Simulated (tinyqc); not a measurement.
Bond angle at oxygen: bond unit of a tetrahedral oxide and its oxygen vacancy in tight binding.

Two sp3 hybrids h1, h2 at eh = (es + 3 ep)/4 point at one oxygen with orbitals s, px, py, pz; x joins the two cations, z bisects the angle phi, and th = (180 - phi)/2. With u = hbar^2/(m d^2) = 2c/d^2, c = hbar^2/2m0: Vhs = -(1.32 + sqrt3 x 1.42) u/2 and Vhp = (1.42 + sqrt3 x 2.22) u/2. <h|s> = Vhs for both; <h1|px> = Vhp cos(th), <h2|px> = -Vhp cos(th); <h|pz> = Vhp sin(th) for both; py is a lone pair. The unit holds 8 electrons. Coupling between units, which widens the levels into bands, is left out.

Constants: hbar^2/2m0 = 3.80998211 eV angstrom^2.

Parameters, chosen for this exercise (near tabulated values for SiO2; shifted at random, so the results belong to these values and not to a real crystal): es = -14.9 eV (s level of the cation); ep = -7.68 eV (p level of the cation); eos = -34.32 eV (s level of oxygen); eop = -16.54 eV (p level of oxygen); d = 1.61 angstrom (cation-oxygen distance).

phi is varied at fixed d. Levels above eop; cation-cation distance 2 d cos(th); band energy is twice the sum of the four filled levels, relative to phi = 180; excess on O is the number of electrons on oxygen less 6.

Against phi:

| phi (deg) | distance (angstrom) | level 2 | level 3 | level 5 | level 6 | excess on O | band energy (eV) |
|---|---|---|---|---|---|---|---|
| 110 | 2.638 | -6.107 | -2.816 | 12.308 | 13.162 | 0.872 | -2.224 |
| 120 | 2.789 | -6.586 | -2.254 | 11.706 | 13.641 | 0.900 | -1.978 |
| 130 | 2.918 | -7.000 | -1.699 | 11.116 | 14.055 | 0.939 | -1.626 |
| 150 | 3.110 | -7.617 | -0.705 | 10.068 | 14.672 | 1.043 | -0.765 |
| 160 | 3.171 | -7.813 | -0.331 | 9.676 | 14.868 | 1.096 | -0.373 |
| 170 | 3.208 | -7.932 | -0.086 | 9.421 | 14.987 | 1.137 | -0.099 |
| 180 | 3.220 | -7.971 | 0.000 | 9.332 | 15.026 | 1.152 | 0.000 |

Give the missing row, phi (deg) = 140.

Computed row:
```
phi (deg)  distance (angstrom)  level 2  level 3  level 5  level 6  excess on O  band energy (eV)
140                      3.026   -7.345   -1.173   10.560   14.400        0.988            -1.204
```

Bending moves coupling from px to pz: level 2 rises from -7.97 to -6.11 eV and level 3 falls from 0.00 to -2.82 eV between 180 and 110 degrees. The lowest empty level is lowest at 180 degrees (9.33 eV) and highest at 110 (12.31 eV), so a spread of angles in a glass smears the conduction edge. The band energy is lowest at 110 degrees of those listed (-2.22 eV); the repulsion of the cations, not included, opposes bending.

Computed by tinyqc, a small Python program: `OMP_NUM_THREADS=1 python tinyqc.py 1452140 1452141 out.jsonl` (the numbers bound the seed that draws the inputs); one thread of a shared host (Intel(R) Xeon(R) Processor @ 2.30GHz), about 0.01 s for the whole set of steps.
